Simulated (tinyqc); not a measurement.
Minority carriers and saturation current of a heavily doped emitter: one step of the calculation.

n-type, parabolic bands, full ionisation. eta = (EF - Ec)/kB T solves N = Nc F12(eta), F12(x) = (2/sqrt(pi)) int_0^infinity sqrt(u)/(1 + exp(u - x)) du. The gap shrinks rigidly by dEg = E1 [ln(N/N0) + sqrt(ln^2(N/N0) + 0.5)], an empirical law that is here taken as the true narrowing.

Question. Effective intrinsic density. ni = sqrt(Nc Nv) exp(-Eg/(2 Vt)), Eg in volts; degeneracy factor g = F12(eta) exp(-eta); nie^2 = ni^2 exp(dEg/kB T) g, p0 = nie^2/N; apparent narrowing dEg + kB T ln g.

Parameters, values chosen for the exercise; band and dielectric values those of a made-up semiconductor:

| symbol | value | unit | meaning |
|---|---|---|---|
| T | 350 | K | temperature |
| Eg | 1.35 | eV | band gap |
| Nc | 3.86e19 | cm^-3 | conduction-band density of states at 350 K |
| Nv | 2.56e19 | cm^-3 | valence-band density of states at 350 K |
| N | 1.7e20 | cm^-3 | ionised donor density |
| E1 | 9.6 | meV | energy of the narrowing law |
| N0 | 1.1e17 | cm^-3 | density of the narrowing law |

Constants: q = 1.602176634e-19 C, kB = 1.380649e-23 J/K, Vt = kB T/q. Results are converted to the units shown.

converged eta = 2.9548038

Give: ni; dEg; g; apparent narrowing; nie; p0.

Answer.

ni = 5.9957e9 cm^-3
dEg = 141.31 meV
g = 0.22941
apparent narrowing = 96.909 meV
nie = 2.9892e10 cm^-3
p0 = 5.2561 cm^-3

Narrowing multiplies p0 by 108 and degeneracy by 0.229.

Range of the model: Band tails, non-parabolic bands and incomplete ionisation are left out.

Numbers from tinyqc (`OMP_NUM_THREADS=1 python tinyqc.py 2330046 2330047 out.jsonl`; about 0.01 s on one thread of a shared Intel Xeon 2.30GHz).
